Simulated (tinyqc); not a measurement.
Where the moved charge sits: band offset of a heterojunction with an interface dipole (two-band chains, self-consistent charge).

Sites alternate A, C. Left: A at -G1/2, C at +G1/2, hopping -t1; right: A at D - G2/2, C at D + G2/2, hopping -t2; the bonds across the two interfaces of a ring (C left to A right, C right to A left) have -sqrt(t1 t2). D is the offset of the mid-gaps, so Ev(right) - Ev(left) = D - (G2 - G1)/2 and Ec(right) - Ec(left) = D + (G2 - G1)/2. The closing bond has its sign reversed (antiperiodic ring). Half the levels are filled with two electrons each. The charge moved is q = (electrons on the left) less one a site; the mean over the two interfaces, q/2, is taken as the charge that crosses each, and its dipole opposes the offset: D = D0 - u q/2.

From here on the ring has 24 cells a side.

Values chosen for the exercise (gaps near those of GaAs and AlAs; the chains and D0 are free models, so the offsets are not those of the real pair; the results hold for these values, not for the real material):
```
symbol  value  unit  meaning
G1      1.39   eV    gap on the left
G2      2.29   eV    gap on the right
t1      2.32   eV    hopping on the left
t2      2.8    eV    hopping on the right
```

D = -0.37877 eV

Electrons in cell k from an interface at the self-consistent D, less those at D = 0. Interface 1 joins C left to A right, interface 2 C right to A left. The decay lengths 1/(2 kappa a) are those of mid-gap states, cosh(kappa a) = 1 + G^2/(8 t^2).

Change of the electron count:
```
k  left of 1  right of 1  left of 2  right of 2
1   -0.02920     0.03234   -0.03428     0.03761
2   -0.01141     0.01132   -0.01338     0.01338
3   -0.00536     0.00450   -0.00624     0.00533
4   -0.00263     0.00184   -0.00305     0.00219
5   -0.00132     0.00077   -0.00153     0.00091
6   -0.00068     0.00032   -0.00078     0.00038
```

decay lengths (cells): left 1.675, right 1.231

Over six cells interface 1 moves -0.0506 electrons to the left side and +0.0511 to the right, interface 2 -0.0592 and +0.0598: each change is a dipole, and the two differ because the bonds join different sites. The first cells hold 61 % of it at interface 1. The tail is longer on the left, where the gap is smaller against the hopping: from k = 2 to 4 it falls by a factor 4.33, and pure mid-gap decay would give 3.3; the exponential carries a prefactor that falls as a power of the distance, so the first cells drop faster.

(tinyqc, `OMP_NUM_THREADS=1 python tinyqc.py 1482785 1482786 out.jsonl`, Intel(R) Xeon(R) Processor @ 2.30GHz, 1 thread, shared host, about 0.4 s.)
